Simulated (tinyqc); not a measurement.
Inside a calculation. Method: Hubbard ring of 6 sites. Computed by tinyqc, a small Python program that keeps every step. Settings: hopping = 1.84, U = 4.8, mixing = 1, iteration cap = 74. Command: `OMP_NUM_THREADS=1 python tinyqc.py 23467 23468 out.jsonl` (the two numbers bound the seeds that draw the settings). One thread of a shared host (Intel(R) Xeon(R) Processor @ 2.60GHz), about 0.3 s of CPU time with the checks. Later iterations appear only in the table of the cycle.

## Mean-field iteration 1

one-body matrix (hopping and site energies) (eV):
```
           1          2          3          4          5          6
1   0.000000  -1.840000   0.000000   0.000000   0.000000  -1.840000
2  -1.840000   0.000000  -1.840000   0.000000   0.000000   0.000000
3   0.000000  -1.840000   0.000000  -1.840000   0.000000   0.000000
4   0.000000   0.000000  -1.840000   0.000000  -1.840000   0.000000
5   0.000000   0.000000   0.000000  -1.840000   0.000000  -1.840000
6  -1.840000   0.000000   0.000000   0.000000  -1.840000   0.000000
```

U = 4.800000 eV

electrons, up and down: 3  3

mixing = 1

n(up) at the start (a guess, not normalised): 1 0.800000, 2 0.200000, 3 0.800000, 4 0.200000, 5 0.800000, 6 0.200000

n(down) at the start (a guess): 1 0.200000, 2 0.800000, 3 0.200000, 4 0.800000, 5 0.200000, 6 0.800000

H(up) = T + U n(down), H(down) = T + U n(up); fill the lowest levels; n(new) = n + mixing (n(out) - n); E = tr T (rho up + rho down) + U sum n_up n_down of the output.

levels, up (eV): -1.551708  0.063507  0.063507  4.736493  4.736493  6.351708

levels, down (eV): -1.551708  0.063507  0.063507  4.736493  4.736493  6.351708

energy = -7.490351 eV

n(up) after iteration 1: 1 0.766169, 2 0.233831, 3 0.766169, 4 0.233831, 5 0.766169, 6 0.233831

n(down) after iteration 1: 1 0.233831, 2 0.766169, 3 0.233831, 4 0.766169, 5 0.233831, 6 0.766169

## Mean-field iteration 2

As before.

levels, up (eV): -1.495471  0.159934  0.159934  4.640066  4.640066  6.295471

levels, down (eV): -1.495471  0.159934  0.159934  4.640066  4.640066  6.295471

energy = -7.524016 eV

n(up) after iteration 2: 1 0.744778, 2 0.255222, 3 0.744778, 4 0.255222, 5 0.744778, 6 0.255222

n(down) after iteration 2: 1 0.255222, 2 0.744778, 3 0.255222, 4 0.744778, 5 0.255222, 6 0.744778

## Convergence

Each step fills the lowest levels of T + U n(other spin) and sets n(new) = n + mixing (n(out) - n); stop when output and input agree to 1e-8.

Course of the cycle:
```
iteration       E (eV)  largest |n(out) - n(in)|  mean |n_up - n_down|
1          -7.49035142                  3.38e-02              0.532339
2          -7.52401584                  2.14e-02              0.489555
3          -7.53918653                  1.47e-02              0.460174
4          -7.54690951                  1.06e-02              0.438909
5          -7.55117343                  7.98e-03              0.422953
6          -7.55366651                  6.14e-03              0.410667
7          -7.55518706                  4.82e-03              0.401022
8          -7.55614462                  3.84e-03              0.393338
9          -7.55676279                  3.10e-03              0.387145
10         -7.55716974                  2.52e-03              0.382108
11         -7.55744186                  2.06e-03              0.377981
...                ...                       ...                   ...
64         -7.55804385                  2.86e-07              0.357050
65         -7.55804385                  2.43e-07              0.357050
66         -7.55804385                  2.06e-07              0.357049
67         -7.55804385                  1.75e-07              0.357049
68         -7.55804385                  1.48e-07              0.357049
69         -7.55804385                  1.26e-07              0.357048
70         -7.55804385                  1.07e-07              0.357048
71         -7.55804385                  9.07e-08              0.357048
72         -7.55804385                  7.70e-08              0.357048
73         -7.55804385                  6.53e-08              0.357048
74         -7.55804385                  5.54e-08              0.357048
```

Not converged within 74 iterations: the residual falls steadily but slowly, by a factor of about 0.85 a step. The lowest mean-field energy found from random starts is -7.55804 eV. Reruns (cap 100 unless said): mixing 0.2: not converged; mixing 0.5: not converged; mixing 0.9: converged in 95 (E = -7.55804); the original settings with a cap of 400: converged in 85 (E = -7.55804).

## Exact diagonalisation (400 states)

Lowest levels of the sector, and the double occupancy of the lowest state.

lowest levels (eV): -8.812499  -6.750032  -6.035515  -5.995524  -5.995524  -5.039732

double occupancy per site = 0.158718

## The lowest level by Lanczos steps

From a random start vector (not printed): a_j = <q_j|H|q_j>, b_j = norm of the remainder after orthogonalising; the Ritz value is the lowest eigenvalue of the tridiagonal matrix of a and b so far.

Lanczos:
```
j   a_j (eV)  b_j (eV)  lowest Ritz value (eV)
1   2.769427  7.739717              2.76942718
2   2.757661  8.169567             -4.97617519
3   5.677397  7.260961             -7.83264509
4   8.354373  7.742333             -8.54646211
5   9.978994  8.055223             -8.73562050
6   9.258911  7.124457             -8.79356636
7   9.590753  6.703593             -8.80780869
8   7.716949  7.584157             -8.81101074
9   8.859855  7.001163             -8.81202769
10  7.405045  7.352490             -8.81232343
```
